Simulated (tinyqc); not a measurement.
Gate sweep: ballistic transport through the one-dimensional subbands of a rectangular nanowire or nanosheet channel. Computed by tinyqc, a small Python program. Command: `OMP_NUM_THREADS=1 python tinyqc.py 3020942 3020943 out.jsonl wire walk`. One thread of a shared host (Intel(R) Xeon(R) Processor @ 2.30GHz), about 0.04 s of CPU time with the checks.

Hard walls, parabolic subbands, transport along x. Energies are counted from the bulk conduction band edge at the top of the barrier, which the gate pulls down by U; the source Fermi level lies at the bulk edge when U = 0.

Inputs (values chosen for the exercise, modelled on silicon):
```
quantity,value,unit
light mass m_t,0.19,m_0
heavy mass m_l,0.933,m_0
height a,3.7,nm
width b,4.3,nm
equivalent oxide thickness t,1.2,nm
drain voltage V_D,0.01,V
temperature T,150,K
```

Valleys: silicon [100] wire.

Constants: hbar^2/(2 m_0) = 3.80998212 eV angstrom^2; k_B = 8.617333262e-05 eV/K; m_0 = 9.1093837015e-31 kg; k_B = 1.380649e-23 J/K; hbar = 1.054571817e-34 J s; eps_0 = 8.8541878128e-12 F/m; e = 1.602176634e-19 C; h = 6.62607015e-34 J s.

Method:
- E_pq = (hbar^2 pi^2/2)(p^2/(m_y b^2) + q^2/(m_z a^2)); valley pairs: (m_x, m_y, m_z) = (m_t, m_t, m_l), (m_t, m_l, m_t), (m_l, m_t, m_t), each with degeneracy g = 2; the 10 lowest subbands are kept.
- F_j(eta) = (1/Gamma(j + 1)) int_0^infinity x^j/(1 + exp(x - eta)) dx, F_0 = ln(1 + exp(eta)). Integrals over x = E/(k_B T) use 160 Gauss-Legendre points in u = sqrt(x) from 0 to sqrt(max(eta, 0) + 32).
- With degeneracy g = 2, eta_i = (U - E_i)/(k_B T) and u = e V_D/(k_B T): line density n = sum_i g sqrt(2 m_x k_B T/pi)/(2 hbar) [F_-1/2(eta_i) + F_-1/2(eta_i - u)]; gate: e n = C_ox (V_G - U/e), C_ox = 3.9 eps_0 2 (a + b)/t (flat-plate estimate); I = (2 e k_B T/h) sum_i g [F_0(eta_i) - F_0(eta_i - u)].
- Open modes are sum_i g/(1 + exp(-eta_i)). The last column is e dn/dV_G over C_ox, taken up to the next row.

Subbands:
```
valley axis,p,q,E (meV),m_x (m_0)
z,1,1,136.477,0.190
y,1,1,166.363,0.190
z,1,2,224.797,0.190
y,2,1,231.755,0.190
x,1,1,251.602,0.933
y,3,1,340.742,0.190
z,1,3,371.996,0.190
z,2,1,457.586,0.190
y,4,1,493.324,0.190
z,2,2,545.906,0.190
```

Against the gate voltage:
```
V_G (V),U (meV),n (1/nm),I (microampere),open modes,C_g/C_ox
-0.160,-160.00,2.5203e-11,1.2989e-10,2.4077e-10,1.5344e-07
-0.064,-64.00,4.2356e-08,2.1829e-07,4.0463e-07,1.3042e-03
0.056,55.84,4.4980e-04,2.3176e-03,4.2938e-03,4.0034e-01
0.190,136.20,1.5461e-01,7.2023e-01,1.1695e+00,8.0314e-01
0.290,155.88,3.8541e-01,1.5352e+00,2.2675e+00,8.5210e-01
0.420,175.11,7.0374e-01,2.3645e+00,3.3021e+00,8.6573e-01
0.560,193.91,1.0520e+00,2.9988e+00,4.0568e+00,8.7517e-01
0.720,213.88,1.4544e+00,3.6754e+00,5.0504e+00,9.0389e-01
0.890,230.22,1.8960e+00,4.6348e+00,6.4531e+00,9.2817e-01
1.100,245.30,2.4561e+00,5.7601e+00,7.8985e+00,-
```

What follows from these numbers?

Between the first two rows the current rises one decade per 30 mV, against the limit ln(10) k_B T/e = 30 mV. Above threshold C_g/C_ox lies between 0.80 and 0.93: the quantum capacitance in series costs little, since heavy or many subbands hold the charge.

Extremes, crossings and ranges named in words are read from the listed rows.
